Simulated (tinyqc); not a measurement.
Inside a calculation. Method: plane-wave Kohn-Sham cycle with exchange-only LDA in a layered model solid. Computed by tinyqc, a small Python program that keeps every step. Settings: points = 16, plane-wave index or count = 3, electrons = 2, k points = 1, area = 26.0, mixing = 0.5, iteration cap = 79, Pulay depth = 3. Command: `OMP_NUM_THREADS=1 python tinyqc.py 21078 21079 out.jsonl` (the two numbers bound the seeds that draw the settings). One thread of a shared host (Intel(R) Xeon(R) Processor @ 2.60GHz), about 0.01 s of CPU time with the checks. Later iterations appear only in the table of the cycle.

## Iteration 1: potential

A solid whose potential varies along x alone (atomic units):
```
parameter                      value
period a                   16.100000
cross-section of the cell  26.000000
electrons per cell                 2
grid points                       16
plane waves -n..n, n               3
k points                           1
V1 in V1 cos(2 pi x/a)     -0.670000
V2 in V2 cos(4 pi x/a)      0.160000
```

density at the start, on the grid x_j = j a/N (e/bohr^3): 0.004778  0.004778  0.004778  0.004778  0.004778  0.004778  0.004778  0.004778  0.004778  0.004778  0.004778  0.004778  0.004778  0.004778  0.004778  0.004778

V_H(G) = 4 pi rho(G)/G^2 for G != 0 (uniform background); v_x = -(3 rho/pi)^(1/3); V = V_ext + V_H + v_x; Fourier components f(G_m) = (1/N) sum_j f(x_j) exp(-i G_m x_j).

Potentials on the grid (hartree):
```
x          V_ext     V_H      v_x        V
0.0000   -0.5100  0.0000  -0.1659  -0.6759
1.0063   -0.5059  0.0000  -0.1659  -0.6717
2.0125   -0.4738  0.0000  -0.1659  -0.6396
3.0187   -0.3695  0.0000  -0.1659  -0.5354
4.0250   -0.1600  0.0000  -0.1659  -0.3259
5.0312    0.1433  0.0000  -0.1659  -0.0226
6.0375    0.4738  0.0000  -0.1659   0.3079
7.0438    0.7321  0.0000  -0.1659   0.5663
8.0500    0.8300  0.0000  -0.1659   0.6641
9.0563    0.7321  0.0000  -0.1659   0.5663
10.0625   0.4738  0.0000  -0.1659   0.3079
11.0687   0.1433  0.0000  -0.1659  -0.0226
12.0750  -0.1600  0.0000  -0.1659  -0.3259
13.0813  -0.3695  0.0000  -0.1659  -0.5354
14.0875  -0.4738  0.0000  -0.1659  -0.6396
15.0938  -0.5059  0.0000  -0.1659  -0.6717
```

V(G_m), m = 0, 1, 2, ... (hartree): -0.1659  -0.3350  0.0800  0.0000  0.0000  0.0000  0.0000

## Iteration 1: Hamiltonian at one k

k = 0.0000 2 pi / a

H(m,m') = (k + G_m)^2/2 delta + V(G_m - G_m'), with V(-G) = V(G).

H (hartree), lower triangle:
```
         -3       -2       -1       +0       +1       +2      +3
-3   0.5195
-2  -0.3350   0.1387
-1   0.0800  -0.3350  -0.0897
+0   0.0000   0.0800  -0.3350  -0.1659
+1   0.0000   0.0000   0.0800  -0.3350  -0.0897
+2   0.0000   0.0000   0.0000   0.0800  -0.3350   0.1387
+3   0.0000   0.0000   0.0000   0.0000   0.0800  -0.3350  0.5195
```

## Iteration 1: levels at that k

Diagonalise the Hermitian matrix.

eigenvalues (hartree): -0.5954  -0.4007  -0.1608  0.1103  0.3902  0.7790  0.8487

## Iteration 1: new density

Motion across x is left out: the lowest 1 band(s) hold two electrons at each of the k points (j + 1/2)/nk - 1/2. Residual R = rho(out) - rho(in); rho(new) = rho(in) + 0.5 R. rho(out) = 2/(a A nk) sum |psi|^2 with psi = sum c exp(i G x). Harris energy E = band energy - dV sum rho (V_H/2 + v_x) + (3/4) dV sum rho v_x with rho(in), dV = a A/N, band energy = (2/nk) sum of the filled levels.

rho(out) (e/bohr^3): 0.018803  0.015659  0.008940  0.003363  0.000766  0.000089  0.000004  0.000000  0.000000  0.000000  0.000004  0.000089  0.000766  0.003363  0.008940  0.015659

density after iteration 1 (e/bohr^3): 0.011790  0.010218  0.006859  0.004071  0.002772  0.002433  0.002391  0.002389  0.002389  0.002389  0.002391  0.002433  0.002772  0.004071  0.006859  0.010218

energy per cell = -1.107867 hartree

## Iteration 2: potential

As before.

Potentials on the grid (hartree):
```
x          V_ext      V_H      v_x        V
0.0000   -0.5100   0.3765  -0.2241  -0.3576
1.0063   -0.5059   0.3337  -0.2137  -0.3859
2.0125   -0.4738   0.2236  -0.1871  -0.4373
3.0187   -0.3695   0.0862  -0.1572  -0.4405
4.0250   -0.1600  -0.0437  -0.1383  -0.3421
5.0312    0.1433  -0.1492  -0.1325  -0.1384
6.0375    0.4738  -0.2251  -0.1317   0.1169
7.0438    0.7321  -0.2707  -0.1316   0.3298
8.0500    0.8300  -0.2859  -0.1316   0.4124
9.0563    0.7321  -0.2707  -0.1316   0.3298
10.0625   0.4738  -0.2251  -0.1317   0.1169
11.0687   0.1433  -0.1492  -0.1325  -0.1384
12.0750  -0.1600  -0.0437  -0.1383  -0.3421
13.0813  -0.3695   0.0862  -0.1572  -0.4405
14.0875  -0.4738   0.2236  -0.1871  -0.4373
15.0938  -0.5059   0.3337  -0.2137  -0.3859
```

V(G_m), m = 0, 1, 2, ... (hartree): -0.1588  -0.1942  0.0924  0.0015  0.0007  0.0002  0.0000

## Iteration 2: Hamiltonian at one k

k = 0.0000 2 pi / a

As before.

H (hartree), lower triangle:
```
         -3       -2       -1       +0       +1       +2      +3
-3   0.5266
-2  -0.1942   0.1459
-1   0.0924  -0.1942  -0.0826
+0   0.0015   0.0924  -0.1942  -0.1588
+1   0.0007   0.0015   0.0924  -0.1942  -0.0826
+2   0.0002   0.0007   0.0015   0.0924  -0.1942   0.1459
+3   0.0000   0.0002   0.0007   0.0015   0.0924  -0.1942  0.5266
```

## Iteration 2: levels at that k

As before.

eigenvalues (hartree): -0.3655  -0.2678  -0.0734  0.1234  0.2902  0.6412  0.6729

## Iteration 2: new density

B (overlaps of the stored error matrices):
```
               1              2
1  6.6235758e-04  1.0959157e-04
2  1.0959157e-04  7.5981724e-05
```

Motion across x is left out: the lowest 1 band(s) hold two electrons at each of the k points (j + 1/2)/nk - 1/2. Residual R = rho(out) - rho(in); rho(new) = rho(in) + 0.5 R; Pulay mixing then takes sum c_i of the stored mixed densities, with c from B_ij = sum R_i R_j as in DIIS. rho(out) = 2/(a A nk) sum |psi|^2 with psi = sum c exp(i G x). Harris energy E = band energy - dV sum rho (V_H/2 + v_x) + (3/4) dV sum rho v_x with rho(in), dV = a A/N, band energy = (2/nk) sum of the filled levels.

rho(out) (e/bohr^3): 0.011461  0.011366  0.010214  0.006999  0.003077  0.000735  0.000086  0.000011  0.000007  0.000011  0.000086  0.000735  0.003077  0.006999  0.010214  0.011366

DIIS coefficients: -0.0647  1.0647

density after iteration 2 (e/bohr^3): 0.011615  0.010829  0.008645  0.005630  0.002934  0.001529  0.001164  0.001123  0.001121  0.001123  0.001164  0.001529  0.002934  0.005630  0.008645  0.010829

energy per cell = -0.784379 hartree

## Convergence

Stop when sqrt(dV sum R^2) is below 1e-8, dV = a A/N.

Course of the cycle:
```
iteration  E (hartree)  norm of the residual
1            -1.107867              1.32e-01
2            -0.784379              4.46e-02
3            -0.757409              3.27e-02
4            -0.757519              1.65e-02
5            -0.754911              7.30e-04
6            -0.754909              2.84e-04
7            -0.754911              1.38e-04
8            -0.754912              6.72e-05
9            -0.754912              3.51e-06
10           -0.754912              3.01e-07
11           -0.754912              1.20e-07
12           -0.754912              2.40e-08
13           -0.754912              2.31e-08
14           -0.754912              3.95e-08
15           -0.754912              1.53e-09
```

Converged in 15 iterations. Before convergence this energy mixes input and output and is not variational, so it may rise towards its limit.
